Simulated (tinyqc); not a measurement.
# Off-state leakage of single and stacked transistors: what changes with what

n-channel devices of unit width. Subthreshold current I(Vg, Vs, Vd) = I0 (T/300 K)^0.5 exp[(Vg - Vs - VT(T) - gb (Vs - Vb) + dd (Vd - Vs))/(nf Vt)] (1 - exp(-(Vd - Vs)/Vt)), VT(T) = VT - cT (T - 300 K). Gate-edge tunnelling Ig (Vd/1 V) exp(ag (Vd - 1 V)), for a gate at 0 V, and band-to-band leakage Ab u exp(-Bb/u), u = Vd - Vb + 1 V, flow at a drain held at V; both are taken as independent of T. In a stack of off transistors (all gates at 0 V) the same subthreshold current passes through each.

Values chosen for this exercise; values of the order met in bulk silicon logic transistors: temperature T = 358 K; supply voltage V = 1 V; threshold at 300 K, zero drain and body bias VT = 0.4 V; fall of the threshold with temperature cT = 0.7 mV/K; current at threshold at 300 K I0 = 0.78 uA/um; slope factor nf = 1.31; drain-induced lowering per volt dd = 0.05; rise of the threshold per volt of source-body bias gb = 0.24; gate-edge tunnelling current at 1 V Ig = 1e-5 uA/um; exponential slope of the gate current ag = 6 1/V; prefactor of band-to-band leakage at the drain Ab = 1 uA/(um V); its exponential voltage Bb = 24 V; body voltage Vb = 0 V.

Constants: q = 1.602176634e-19 C, kB = 1.380649e-23 J/K, Vt = kB T/q. Results are converted to the units shown.

Each table varies one quantity; the others keep the values above.

## Subthreshold current against the height of the stack

All n gates at 0 V, bottom source at 0 V, top drain at V; node voltages follow from equal currents.

Subthreshold current against the height of the stack:
columns A: n; B: I (nA/um); C: reduction factor; D: drain voltage of the bottom device (mV); E: source voltage of the top device (mV); F: voltage across the top device (V)
```
A         B       C       D       E        F
1   0.40326  1.0000  1000.0       0   1.0000
2  0.095191  4.2363  45.229  45.229  0.95477
3  0.053797  7.4959  18.408  63.106  0.93689
4  0.037486  10.758  11.704  74.424  0.92558
5  0.028763  14.020  8.5961  82.722  0.91728
6  0.023333  17.283  6.7962  89.276  0.91072
```

What does the comparison show?

The second transistor cuts the current by a factor of 4.24, the third by a further 1.77 and the sixth by 1.23. The top device keeps 91.1 % of the supply at n = 6, while the drain voltage of the bottom one falls to 0.220 Vt.

## Leakage components against the body voltage

Same model as above.

One transistor with Vg = Vs = 0, Vd = V; stack factor I(one)/I(two in series).

The same in every row: gate edge (nA/um) = 0.01000; stack factor = 4.236.

Result of one run:
```
Vb (V)  subthreshold (nA/um)  band-to-band (nA/um)  total (nA/um)  largest part
-0.4                 0.03749                0.1090         0.1565  band-to-band
```

What becomes of these results when the body voltage Vb is changed from -0.4 to -1.2 V, all else the same?

Result of the changed run:
```
Vb (V)  subthreshold (nA/um)  band-to-band (nA/um)  total (nA/um)  largest part
-1.2                3.241e-4                 1.770          1.780  band-to-band
```

The whole series:
```
Vb (V)  subthreshold (nA/um)  band-to-band (nA/um)  total (nA/um)  largest part
0.2                    1.323              0.002915          1.335  subthreshold
0                     0.4033               0.01229         0.4255  subthreshold
-0.2                  0.1230               0.04024         0.1732  subthreshold
-0.4                 0.03749                0.1090         0.1565  band-to-band
-0.6                 0.01143                0.2547         0.2762  band-to-band
-0.8                0.003486                0.5304         0.5439  band-to-band
-1                  0.001063                 1.006          1.017  band-to-band
-1.2                3.241e-4                 1.770          1.780  band-to-band
-1.4                9.882e-5                 2.923          2.933  band-to-band
```

As Vb goes from 0.2 to -1.4, the total leakage goes from 1.34 through a minimum of 0.156 (at Vb = -0.4 among the rows listed) to 2.93 nA/um. The subthreshold part leads at Vb = 0.2, the band-to-band part from -0.4 on. The exact minimum lies at Vb = -0.318 V: reverse body bias lowers the subthreshold part by a decade every nf Vt ln 10/gb = 0.388 V but raises the band-to-band part. The reduction by a stack of two stays at 4.24, for the subthreshold part alone. For Vb = 0.2 the body is forward biased; the junction current, left out, is still small at this voltage.

tinyqc, about 0.03 s, one thread, Intel Xeon 2.30GHz (shared host): `OMP_NUM_THREADS=1 python tinyqc.py 2242124 2242125 out.jsonl`
